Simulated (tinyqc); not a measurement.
# Frequency dispersion of an accumulation capacitance by border traps, distributed model: two studies

Traps spread evenly through the insulator exchange electrons with the semiconductor by tunnelling, with tau(x) = t0 exp(2 ka x) at depth x from the interface. The admittance per area Y seen at depth x obeys dY/dx = -Y^2/(i w eps0 eox) + q Nb ln(1 + i w tau)/tau, with Y(0) = i w Cs and w = 2 pi f; the gate sees Y(tox) = G + i w C. Working variable y = Y/(i w), in uF/cm^2. Cox = eps0 eox/tox.

Inputs (values chosen for the exercise); permittivity close to that of silicon dioxide:
- eox = 3.77 (relative permittivity of the insulator)
- tox = 6.6 nm (insulator thickness)
- Cs = 2.6 uF/cm^2 (semiconductor capacitance in accumulation)
- Nb = 4.4e19 cm^-3 eV^-1 (density of border traps)
- ka = 3.5 1/nm (decay constant of the wave function in the insulator)
- t0 = 8e-9 s (time constant of a trap at the interface)
- f = 100 Hz (frequency)

Constants: q = 1.602176634e-19 C, eps0 = 8.8541878128e-14 F/cm where lengths are in cm. Results are converted to the units shown.

Each table varies one quantity; the others keep the values above.

## Capacitance and loss against frequency

Cox; trap-free value 1/(1/Cox + 1/Cs); response depth d = ln(1/(w t0))/(2 ka), where w tau = 1; lumped estimate: all traps within d act as C_bt = q Nb d placed at d/2, so C = 1/{1/[1/(1/Cs + d/(2 eps0 eox)) + C_bt] + (tox - d/2)/(eps0 eox)}. C and G from a fine integration; dispersion -d C/d log10 f over C, from f times and over 1.1. For a broad spread of time constants G/w is close to -(pi/2) dC/d ln w.

The same in every row: trap-free C (uF/cm^2) = 0.4234.

Results:
```
f (Hz)	d (nm)	C (uF/cm^2)	G/w (uF/cm^2)	dispersion (% a decade)	-(pi/2) dC/d ln w (uF/cm^2)	lumped C (uF/cm^2)
10	2.072	0.5222	0.01609	4.508	0.01606	0.4971
100	1.743	0.5002	0.01409	4.122	0.01406	0.4817
10000	1.085	0.4643	0.01046	3.301	0.01046	0.4545
1e5	0.7561	0.4502	0.008761	2.851	0.008758	0.4430
1e6	0.4272	0.4386	0.007065	2.374	0.007104	0.4332
1e7	0.09826	0.4294	0.005025	1.806	0.005292	0.4253
```

Estimate the missing row, f = 1000 Hz.

Computed row:
```
f (Hz)	d (nm)	C (uF/cm^2)	G/w (uF/cm^2)	dispersion (% a decade)	-(pi/2) dC/d ln w (uF/cm^2)	lumped C (uF/cm^2)
1000	1.414	0.4809	0.01223	3.723	0.01221	0.4674
```

With this row back in the table: C falls from 0.5222 to 0.4294 uF/cm^2, towards the trap-free 0.4234; each decade of frequency removes ln 10/(2 ka) = 0.329 nm from the response depth. The dispersion falls from 4.51 to 1.81 % a decade and G/w falls from 0.0161 to 0.00503 uF/cm^2. G/w lies between 0.950 and 1.00 times -(pi/2) dC/d ln w, the relation for a broad spread of time constants.

## Effect of the semiconductor capacitance in accumulation

Same model as above.

The same in every row: d (nm) = 1.743.

Effect of the semiconductor capacitance in accumulation:
```
Cs (uF/cm^2)	C (uF/cm^2)	G/w (uF/cm^2)	dispersion (% a decade)	-(pi/2) dC/d ln w (uF/cm^2)	lumped C (uF/cm^2)	trap-free C (uF/cm^2)
0.2	0.4437	0.02264	7.434	0.02250	0.4131	0.1433
0.39	0.4538	0.02095	6.733	0.02085	0.4259	0.2202
0.75	0.4680	0.01870	5.836	0.01863	0.4435	0.3021
1.4	0.4842	0.01629	4.919	0.01625	0.4630	0.3715
2.8	0.5019	0.01385	4.040	0.01383	0.4837	0.4284
5.4	0.5153	0.01215	3.451	0.01213	0.4989	0.4624
10	0.5240	0.01111	3.102	0.01109	0.5086	0.4814
20	0.5300	0.01042	2.877	0.01040	0.5151	0.4933
```

What does the table show?

As Cs goes from 0.2 to 20, C rises from 0.444 to 0.530 uF/cm^2, the dispersion falls from 7.43 to 2.88 % a decade and G/w falls from 0.0226 to 0.0104 uF/cm^2. The lumped estimate is 6.9 % below C in the first row and 2.8 % below it in the last. The same traps disperse C more when Cs is small, since they then add to the weaker series term.

Computed by the program tinyqc: `OMP_NUM_THREADS=1 python tinyqc.py 2202193 2202194 out.jsonl`, one thread of a shared Intel Xeon 2.30GHz, about 0.6 s for the whole run.
